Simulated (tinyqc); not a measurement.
# From one set of inputs to another, one input at a time

Model: chemical vapour deposition: Grove model, boundary layer, depletion and step coverage. Computed by tinyqc, a small Python program. Command: `OMP_NUM_THREADS=1 python tinyqc.py 3007958 3007959 out.jsonl cvd ladder`. One thread of a shared host (Intel(R) Xeon(R) Processor @ 2.30GHz), about 0.04 s of CPU time with the checks.

A precursor diffuses to the surface and reacts there at first order; each molecule that reacts adds one formula unit of film.

The inputs printed are set A. Set A is close to those used for epitaxial silicon from a chlorosilane; the values taken over come from a set close to those used for silicon nitride (counted as SiN4/3). Inputs not listed in the table keep their values of set A, so the rows need not describe a real material.

Inputs (values chosen for the exercise, close to those used for epitaxial silicon from a chlorosilane):

| quantity | value | unit |
|---|---|---|
| prefactor k0 of k_s | 1.3e+09 | cm/s |
| activation energy E | 1.89 | eV |
| temperature T | 970 | C |
| total pressure p | 52 | torr |
| mole fraction of the precursor Y | 0.0021 | - |
| gas diffusivity D0 at 273.15 K and 760 torr | 0.42 | cm^2/s |
| film density N | 5e+22 | formula units/cm^3 |
| precursor mass M | 135.5 | u |
| trench width w | 0.03 | um |
| aspect ratio of the trench | 52 | - |
| gas velocity U | 67 | cm/s |
| kinematic viscosity nu0 at 273.15 K and 760 torr | 0.14 | cm^2/s |
| susceptor length L | 17 | cm |
| channel height b | 7 | cm |

Reactor: horizontal, reduced pressure.

Constants: k_B = 1.380649e-23 J/K; u = 1.6605390666e-27 kg; k_B = 8.617333262e-05 eV/K.

Method:
- k_s = k0 exp(-E/(k_B T)); C_g = Y p/(k_B T), 1 torr = 133.322 Pa; D = D0 (T/273.15)^1.75 (760/p).
- Temperatures in kelvin are T(C) + 273.15.
- Mean speed c = sqrt(8 k_B T/(pi M)); reactive sticking probability beta = 4 k_s/c.
- nu = nu0 (T/273.15)^1.75 (760/p); Re = U L/nu; mean boundary layer delta = (2/3) L/sqrt(Re), at most b/2; h_g = D/delta.
- Fluxes in series: C_s = C_g/(1 + k_s/h_g); growth rate G = k_s h_g/(k_s + h_g) C_g/N; 1 cm/s = 6e8 nm/min.
- Plug flow: U b dC/dx = -k_eff C with k_eff = k_s h_g/(k_s + h_g), so C falls as exp(-k_eff x/(U b)); the used share of the precursor is 1 - C(L)/C(0).
- In a long trench of width w and depth l = aspect ratio x w: Knudsen diffusivity D_K = (2w) c/3 (hydraulic diameter 2w), combined as 1/D_e = 1/D_K + 1/D; D_e d2C/dz2 = 2 k_s C/w with D_e dC/dz = -k_s C at the floor. With m = sqrt(2 k_s/(w D_e)): C(floor)/C(top) = 1/[cosh(m l) + (k_s/(D_e m)) sinh(m l)].

Each row keeps all changes above it:

| input moved | from | to | growth rate G at the inlet (nm/min) | rate at the outlet over rate at the inlet | modulus m l |
|---|---|---|---|---|---|
| set A | - | - | 181.40 | 0.52416 | 2.2835 |
| total pressure p (torr) | 52 | 53 | 184.23 | 0.52536 | 2.2835 |
| prefactor k0 of k_s (cm/s) and activation energy E (eV) | 1300000000, 1.89 | 690000000, 1.79 | 220.02 | 0.46361 | 2.6531 |
| mole fraction of the precursor Y | 0.0021 | 0.004 | 419.08 | 0.46361 | 2.6531 |
| aspect ratio of the trench | 52 | 11 | 419.08 | 0.46361 | 0.5612 |
| temperature T (C) | 970 | 830 | 92.22 | 0.86062 | 0.2003 |
| susceptor length L (cm) | 17 | 19 | 91.71 | 0.84633 | 0.2003 |

Where does the difference come from?

Growth rate G at the inlet goes from 181 to 91.7, a factor 0.506 in all. The largest single move comes from temperature T (a factor 0.220), and mole fraction of the precursor Y works against it (a factor 1.90). Rate at the outlet over rate at the inlet goes from 0.524 to 0.846, a factor 1.61 in all. The largest single move comes from temperature T (a factor 1.86), and prefactor k0 of k_s with activation energy E works against it (a factor 0.882). Modulus m l goes from 2.28 to 0.200, a factor 0.0877 in all. The largest single move comes from aspect ratio of the trench (a factor 0.212). The single moves hold for this order of the switches; the total does not depend on the order.

Caution (all rows): the hydraulic-diameter form of D_K is rough for a slit.

Extremes, crossings and ranges named in words are read from the listed rows.
